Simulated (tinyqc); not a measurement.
ROHF in the sto-6g basis, for Li, spin multiplicity 2, step by step. One step of it, computed by the program tinyqc.

Question. Iteration 1: Roothaan effective Fock matrix. With projectors Pc = D(beta) S, Po = (D(alpha) - D(beta)) S, Pv = 1 - D(alpha) S, the block xy is Px^T F Py; with Fc = (F(alpha) + F(beta))/2, the blocks are Fc for cc, oo, vv and cv, F(beta) for co and F(alpha) for ov.

F(alpha) (hartree), lower triangle:
```
            1Li 1s     1Li 2s   1Li 2px   1Li 2py   1Li 2pz
1Li 1s   -2.386841
1Li 2s   -0.607766  -0.322789
1Li 2px   0.000000   0.000000  0.129643
1Li 2py   0.000000   0.000000  0.000000  0.129643
1Li 2pz   0.000000   0.000000  0.000000  0.000000  0.129643
```

F(beta) (hartree), lower triangle:
```
            1Li 1s     1Li 2s   1Li 2px   1Li 2py   1Li 2pz
1Li 1s   -2.370385
1Li 2s   -0.597022  -0.052441
1Li 2px   0.000000   0.000000  0.191841
1Li 2py   0.000000   0.000000  0.000000  0.191841
1Li 2pz   0.000000   0.000000  0.000000  0.000000  0.191841
```

D(alpha) at the start, lower triangle:
```
            1Li 1s    1Li 2s   1Li 2px   1Li 2py   1Li 2pz
1Li 1s    1.058845
1Li 2s   -0.249614  1.058845
1Li 2px   0.000000  0.000000  0.000000
1Li 2py   0.000000  0.000000  0.000000  0.000000
1Li 2pz   0.000000  0.000000  0.000000  0.000000  0.000000
```

D(beta) at the start, lower triangle:
```
            1Li 1s    1Li 2s   1Li 2px   1Li 2py   1Li 2pz
1Li 1s    1.014686
1Li 2s   -0.033493  0.001106
1Li 2px   0.000000  0.000000  0.000000
1Li 2py   0.000000  0.000000  0.000000  0.000000
1Li 2pz   0.000000  0.000000  0.000000  0.000000  0.000000
```

overlap S, lower triangle:
```
           1Li 1s    1Li 2s   1Li 2px   1Li 2py   1Li 2pz
1Li 1s   1.000000
1Li 2s   0.235742  1.000000
1Li 2px  0.000000  0.000000  1.000000
1Li 2py  0.000000  0.000000  0.000000  1.000000
1Li 2pz  0.000000  0.000000  0.000000  0.000000  1.000000
```

Give: effective F.

Answer.

effective F (hartree), lower triangle:
```
          1Li 1s   1Li 2s  1Li 2px  1Li 2py  1Li 2pz
1Li 1s   -2.3787
1Li 2s   -0.6031  -0.1879
1Li 2px   0.0000   0.0000   0.1607
1Li 2py   0.0000   0.0000   0.0000   0.1607
1Li 2pz   0.0000   0.0000   0.0000   0.0000   0.1607
```
